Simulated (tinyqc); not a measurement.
Three-phonon processes in a diatomic chain: dispersion, energy and momentum conservation, and decay channels of optical phonons: one step, computed by the program tinyqc. Command: `OMP_NUM_THREADS=1 python tinyqc.py 3121344 3121345 out.jsonl threeph walk`. One thread of a shared host (Intel(R) Xeon(R) Processor @ 2.30GHz), about 0.04 s of CPU time with the checks.

Cell length a, two atoms, one spring constant. x = q a/pi runs from -1 to 1; A and O are the acoustic and optical branches. Matrix elements are not computed: only conservation laws and occupation factors are followed.

Task: Dispersion. omega^2 = k (1/m + 1/M) -/+ k sqrt((1/m + 1/M)^2 - 4 sin^2(pi x/2)/(m M)); nu = 15.6333042 THz x sqrt(omega^2) for eV/(angstrom^2 u).

Inputs (values chosen for the exercise, for a model chain): light mass m = 12 u; heavy mass M = 55 u; spring constant k = 6.8 eV/angstrom^2.

Constants: nu for 1 eV/(angstrom^2 u) = 15.6333042 THz.

Give: the table «Branches» with the columns nu_A (THz), nu_O (THz), for x = 0.10, 0.20, 0.35, 0.50, 0.65, 0.80, 0.90, 1.00.

Result:

Branches:
```
x     nu_A (THz)  nu_O (THz)
0.10       1.104       18.34
0.20       2.192       18.24
0.35       3.760       17.98
0.50       5.192       17.62
0.65       6.408       17.22
0.80       7.300       16.86
0.90       7.652       16.70
1.00       7.774       16.64
```
